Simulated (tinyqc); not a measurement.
Leakage currents through a thin dielectric: one step, computed by the program tinyqc.

Electrons leave an electrode with Fermi energy E_F above its band bottom; barriers are counted from the Fermi level, and both electrodes are alike.

Question. Thermal currents. Schottky emission J = A T^2 exp(-(phi_B - sqrt(e^3 F/(4 pi k_o eps_0)))/k_B T), A = 4 pi e m k_B^2/h^3 with the tunnelling mass; Poole-Frenkel J = sigma_0 F exp(-(phi_t - sqrt(e^3 F/(pi k_o eps_0)))/k_B T); both use the field F of the dielectric.

Inputs (values chosen for the exercise, modelled on Si3N4):
```
quantity                          value  unit
barrier height phi_B               2.22    eV
tunnelling mass m                  0.41   m_0
optical permittivity k_o           3.88     -
trap depth phi_t                    1.1    eV
Poole-Frenkel prefactor sigma_0  0.0012  S/cm
temperature T                       473     K
```

Stack: single layer.

field F = 1.764706 MV/cm

Constants: e = 1.602176634e-19 C; eps_0 = 8.8541878128e-12 F/m; k_B = 8.617333262e-05 eV/K; m_0 = 9.1093837015e-31 kg; k_B = 1.380649e-23 J/K; h = 6.62607015e-34 J s.

Give: Schottky lowering; Poole-Frenkel lowering; Schottky current density; Poole-Frenkel current density.

Answer.

Schottky lowering = 0.2559 eV

Poole-Frenkel lowering = 0.5118 eV

Schottky current density = 1.304e-14 A/cm^2

Poole-Frenkel current density = 0.001145 A/cm^2

The Poole-Frenkel lowering is twice the Schottky one, because the charge of a trap is fixed while an image charge moves with the electron.
